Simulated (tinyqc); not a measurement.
Arrhenius fit: deep-level transient spectroscopy (DLTS) of one majority-carrier trap. Computed by tinyqc, a small Python program. Command: `OMP_NUM_THREADS=1 python tinyqc.py 3028468 3028469 out.jsonl dlts walk`. One thread of a shared host (Intel(R) Xeon(R) Processor @ 2.30GHz), about 0.06 s of CPU time with the checks.

A filling pulse loads the traps in a one-sided junction; under reverse bias they empty at the rate e, and the capacitance relaxes as C(t) = C_0 - dC exp(-e t). The signal is S = [C(t_2) - C(t_1)]/dC.

Inputs (values chosen for the exercise, with mass and screening modelled on CdTe): density-of-states mass m = 0.0946 m_0; valleys M = 1; trap depth E_t = 0.194 eV; cross-section sigma_0 = 5.1e-16 cm^2; degeneracy ratio g = 0.5; gate time t_1 = 0.001 s; ratio t_2/t_1 = 2.

Carriers: electrons. Extra term: none.

Constants: k_B = 8.617333262e-05 eV/K; k_B = 1.380649e-23 J/K; m_0 = 9.1093837015e-31 kg; h = 6.62607015e-34 J s.

Method:
- e = g sigma v N_b exp(-E/k_B T), v = sqrt(3 k_B T/m), N_b = 2 M (2 pi m k_B T/h^2)^(3/2), sigma = sigma_0, E = E_t.
- S(e) = exp(-e t_1) - exp(-e t_2) peaks at the rate window e_0 = ln(t_2/t_1)/(t_2 - t_1).
- t_1 is scaled by 0.1, 0.3, 1, 3, 10 and 30 at fixed t_2/t_1; each T_p by bisection.
- Least squares of ln(e_0/T_p^2) on 1/(k_B T_p): slope -E_a, intercept ln(gamma sigma_a) with gamma = v N_b/T^2 = sqrt(3 k_B/m) 2 M (2 pi m k_B/h^2)^(3/2). For comparison, the slope of ln e_0 alone.

Arrhenius data:
```
t_1 (s)  e_0 (1/s)  T_p (K)  1/(k_B T_p) (1/eV)  ln(e_0/T_p^2)
0.0001     6931.47  176.270             65.8339       -1.50020
0.0003     2310.49  164.013             70.7538       -2.45467
0.0010      693.15  152.298             76.1959       -3.51044
0.0030      231.05  142.908             81.2028       -4.48177
0.0100       69.31  133.801             86.7300       -5.55404
0.0300       23.10  126.402             91.8065       -6.53889
```

apparent depth E_a = 0.194 eV

intercept = 11.272

gamma = 3.0806e+20 cm^-2 s^-1 K^-2

apparent cross-section = 2.5500e-16 cm^2

slope without T^2 = 0.21956 eV

What does the comparison show, and why?

The apparent depth is 0.1940 eV against E_t = 0.194 eV, and the apparent cross-section is 0.500 times sigma_0: only the degeneracy ratio enters. Leaving out the T^2 factor overstates the slope by 26 meV, about 2 k_B T_p.

Extremes, crossings and ranges named in words are read from the listed rows.
